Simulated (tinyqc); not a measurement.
## Ballistic conductance of a hard-wall wire of rectangular section by counting modes: conductance against size

Subband edges E_(a,b) = (C pi^2/m) [(a/W)^2 + (b/Hh)^2], a, b = 1, 2, ...; C = hbar^2/(2 m0). Every mode transmits fully; spin gives the factor 2 in 2 q^2/h, valleys the factor gv.

G = (2 q^2/h) gv M; at zero temperature M counts the edges below Ef, at T it is the sum of degeneracy times f. The smooth (Sharvin) count is kF^2 A/(4 pi), kF = sqrt(m Ef/C), A = W Hh, perimeter p = 2 (W + Hh), and with the boundary term kF^2 A/(4 pi) - kF p/(4 pi). f = 1/(1 + exp((E_n - Ef)/Vt)).

Parameters, values chosen for the exercise:
- T = 4 K (temperature)
- m = 0.067 m0 (mass)
- gv = 1 (valleys)
- Ef = 0.191 eV (Fermi energy above the bulk band edge)
- Hh = 12 nm (height)

Constants: q = 1.602176634e-19 C, kB = 1.380649e-23 J/K, hbar = 1.054571817e-34 J s, h = 6.62607015e-34 J s, m0 = 9.1093837015e-31 kg, Vt = kB T/q, hbar^2/(2 m0) = 0.0380998212 eV nm^2. Results are converted to the units shown.

Results:

| W (nm) | M at T = 0 | M at T | smooth count | with boundary term | G (uS) |
|---|---|---|---|---|---|
| 7.2 | 1 | 1.000 | 2.309 | 0.5384 | 77.48 |
| 9.5 | 1 | 1.000 | 3.047 | 1.064 | 77.48 |
| 11.8 | 1 | 1.000 | 3.785 | 1.589 | 77.48 |
| 14.1 | 3 | 3.000 | 4.522 | 2.115 | 232.4 |
| 16.4 | 3 | 3.000 | 5.260 | 2.641 | 232.4 |
| 21.1 | 4 | 4.000 | 6.768 | 3.715 | 309.9 |
| 23.4 | 4 | 4.000 | 7.505 | 4.240 | 309.9 |
| 25.7 | 6 | 5.962 | 8.243 | 4.766 | 461.9 |
| 28 | 6 | 6.000 | 8.981 | 5.291 | 464.9 |

Estimate the missing row, W = 18.8 nm.

Computed row:

| W (nm) | M at T = 0 | M at T | smooth count | with boundary term | G (uS) |
|---|---|---|---|---|---|
| 18.8 | 4 | 4.000 | 6.030 | 3.189 | 309.9 |

With this row back in the table: The integer count climbs from 1 to 6 in steps, and G from 77.5 to 465 uS. In the last row M at T is 33 % below the smooth count and 13 % above the count with the boundary term: hard walls push the wave away from the edge and cost modes. The largest gap between M at T and the integer count is 0.038.

Numbers from tinyqc (`OMP_NUM_THREADS=1 python tinyqc.py 2740120 2740121 out.jsonl`; about 0.5 s on one thread of a shared Intel Xeon 2.30GHz).
